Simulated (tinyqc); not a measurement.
# Floating body of a partially depleted SOI transistor: body voltage and kink: what changes with what

Source at 0 V. Channel current Ic = 2 nf K Vt^2 [F(0) - F(Vd)](1 + la Vd), F(V) = ln^2(1 + exp((Vg - VT - nf V)/(2 nf Vt))), VT = VT0 - gb Vb. Saturation voltage Vs = 2 Vt sqrt(F(0)) + 3 Vt, excess Ve = (Vd - Vs + sqrt((Vd - Vs)^2 + 0.0004 V^2))/2, multiplication M1 = Ai Ve exp(-Bl/Ve). Each junction passes D(v) = J1 (exp(v/Vt) - 1) + J2 (exp(v/(2 Vt)) - 1). Bipolar current Ib = bb J1 (exp(Vb/Vt) - 1). The body settles where M1 (Ic + Ib) = D(Vb) + D(Vb - Vd) + Vb/Rb; drain current Id = (1 + M1)(Ic + Ib) - D(Vb - Vd).

Parameters, values chosen for the exercise; values of the order met in partially depleted silicon-on-insulator transistors: temperature T = 358 K; threshold at zero body voltage VT0 = 0.31 V; fall of the threshold per volt of body voltage gb = 0.11; slope factor nf = 1.4; gain factor per width K = 260 uA/(V^2 um); channel-length modulation factor la = 0.06 1/V; impact-ionisation prefactor Ai = 3.61 1/V; impact-ionisation voltage Bl = 8.5 V; diffusion saturation current of each junction J1 = 9.5e-11 uA/um; recombination saturation current of each junction J2 = 1.6e-7 uA/um; gain of the lateral bipolar transistor on the diffusion current bb = 0.5; resistance of a weak body tie to the source (1e9 stands for no tie, and the term is then dropped) Rb = 20000 kohm um; gate voltage Vg = 0.71 V; drain voltage Vd = 1.6 V.

Constants: q = 1.602176634e-19 C, kB = 1.380649e-23 J/K, Vt = kB T/q. Results are converted to the units shown.

Each table varies one quantity; the others keep the values above.

## Output curve and kink

Rows with more than one solution for Vb (latch) are left out; dId/dVd by a forward difference over 1e-4 V, swing = 1e-4 V over the change of log10 Id; M1 under 1e-12 is printed as 0.

Output curve and kink:

| Vd (V) | Vb (V) | M1 | Id, floating (uA/um) | Id, grounded (uA/um) | ratio | dId/dVd, floating (uS/um) | dId/dVd, grounded (uS/um) |
|---|---|---|---|---|---|---|---|
| 1 | 8.138e-4 | 2.562e-6 | 15.82 | 15.81 | 1.000 | 1.062 | 0.8961 |
| 1.16 | 0.01677 | 5.208e-5 | 16.10 | 15.96 | 1.009 | 3.131 | 0.9081 |
| 1.32 | 0.1260 | 3.659e-4 | 17.23 | 16.11 | 1.070 | 13.02 | 0.9653 |
| 1.48 | 0.5036 | 0.001281 | 21.04 | 16.27 | 1.293 | 24.15 | 1.124 |
| 1.64 | 0.6218 | 0.003955 | 22.53 | 16.48 | 1.367 | 5.422 | 1.442 |
| 1.8 | 0.6608 | 0.009974 | 23.35 | 16.75 | 1.394 | 5.157 | 1.960 |

What does the comparison show?

Vb rises from 8.14e-4 to 0.661 V and the ratio of the currents rises from 1.00 to 1.39. The output conductance with a floating body exceeds the grounded value by the largest factor among the rows, 21.5, at Vd = 1.48 V, where Vb = 0.504 V and M1 = 0.00128.

## Transfer curve and swing

Same model as above.

Results:

| Vg (V) | Vb (V) | M1 | Id, floating (uA/um) | Id, grounded (uA/um) | ratio | swing, floating (mV/decade) | swing, grounded (mV/decade) |
|---|---|---|---|---|---|---|---|
| -0.14 | 1.192e-5 | 0.01934 | 2.315e-5 | 2.315e-5 | 1.000 | 100.4 | 100.4 |
| -0.04 | 9.023e-5 | 0.01928 | 2.303e-4 | 2.302e-4 | 1.000 | 100.4 | 100.4 |
| 0.06 | 8.459e-4 | 0.01908 | 0.002250 | 0.002246 | 1.002 | 102.0 | 102.2 |
| 0.26 | 0.05749 | 0.01700 | 0.1720 | 0.1530 | 1.124 | 111.3 | 123.4 |
| 0.36 | 0.3581 | 0.01320 | 1.379 | 0.8076 | 1.708 | 109.8 | 159.3 |
| 0.46 | 0.5795 | 0.008976 | 5.010 | 2.768 | 1.810 | 264.0 | 222.9 |
| 0.56 | 0.6032 | 0.006036 | 10.40 | 6.652 | 1.564 | 373.1 | 310.7 |
| 0.66 | 0.6087 | 0.003866 | 17.84 | 12.64 | 1.411 | 486.9 | 413.4 |

Estimate the missing row, Vg = 0.16 V.

Computed row:

| Vg (V) | Vb (V) | M1 | Id, floating (uA/um) | Id, grounded (uA/um) | ratio | swing, floating (mV/decade) | swing, grounded (mV/decade) |
|---|---|---|---|---|---|---|---|
| 0.16 | 0.007537 | 0.01852 | 0.02072 | 0.02036 | 1.018 | 106.0 | 107.8 |

With this row back in the table: Vb rises from 1.19e-5 to 0.609 V. The smallest swing among the rows is 100 mV a decade with a floating body (at Vg = -0.04 V) and 100 with a grounded one; Vt ln 10 = 71.0. The floating swing is smaller by more than 3 % for Vg = 0.26, 0.36 V, where the rising Vb lowers the threshold as Vg rises. In the first row the floating body raises the current by a factor of 1.00.

Range of the model: The multiplication law is an empirical form chosen for the exercise; self-heating and capacitive coupling to the body are left out, and the linear laws are rough once Vb passes about 0.7 V or M1 about 0.1.

Numbers from tinyqc (`OMP_NUM_THREADS=1 python tinyqc.py 2182154 2182155 out.jsonl`; about 0.2 s on one thread of a shared Intel Xeon 2.30GHz).
